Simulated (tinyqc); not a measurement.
# Capacitances against the relative permittivity between the lines

Endless row of lines of width wl, height tl and space sl between grounded planes at distance hd; e2 fills the gaps beside the lines, e1 the rest. Laplace's equation is solved on meshes of 3, 6 and 12 steps per unit u and extrapolated (Aitken), which is good to about 0.2 %. C_even (all lines at 1 V) is the capacitance Cg to the planes; C_odd (neighbours in antiphase) = Cg + 4 Cc if only nearest neighbours couple, which defines Cc; total with quiet neighbours Cg + 2 Cc. Plate values 2 eps0 e1 wl/hd and eps0 e2 tl/sl.

Inputs (values chosen for the exercise):
```
symbol  value  unit                                          meaning
e1          3        relative permittivity above and below the lines
wl          6     u                           line width, in units u
tl         10     u                                      line height
sl          6     u                              space between lines
hd          4     u                           distance to each plane
```

Constants: eps0 = 8.8541878128e-12 F/m. Results are converted to the units shown.

The same in every row: plate Cg (aF/um) = 79.7.

Results:
```
e2   Cg (aF/um)  Cc (aF/um)  Cg + 2 Cc (aF/um)  C_odd (aF/um)  plate Cc (aF/um)  share of coupling, 2 Cc/(Cg + 2 Cc) (%)
1           132        16.1                164            196              14.8                                     19.7
1.5         135        22.9                181            227              22.1                                     25.4
2           138        29.9                198            257              29.5                                     30.2
2.5         140        36.9                214            288              36.9                                     34.5
3           142        44.0                230            318              44.3                                     38.3
3.9         144        56.8                258            372              57.6                                     44.1
7           149         102                353            556               103                                     57.7
```

Estimate the missing row, e2 = 5.

Computed row:
```
e2  Cg (aF/um)  Cc (aF/um)  Cg + 2 Cc (aF/um)  C_odd (aF/um)  plate Cc (aF/um)  share of coupling, 2 Cc/(Cg + 2 Cc) (%)
5          146        72.7                292            437              73.8                                     49.8
```

With this row back in the table: As e2 goes from 1 to 7, Cg rises from 132 to 149 aF/um, Cc rises from 16.1 to 102 aF/um and the share of coupling rises from 19.7 to 57.7 %. Cg is 1.65 times its plate value in the first row and 1.87 times in the last; for Cc the ratios are 1.09 and 0.985. Neighbours in antiphase raise the load by a factor of 1.20 and 1.58 over quiet ones.

Computed by the program tinyqc: `OMP_NUM_THREADS=1 python tinyqc.py 2790132 2790133 out.jsonl`, one thread of a shared Intel Xeon 2.30GHz, about 0.8 s for the whole run.
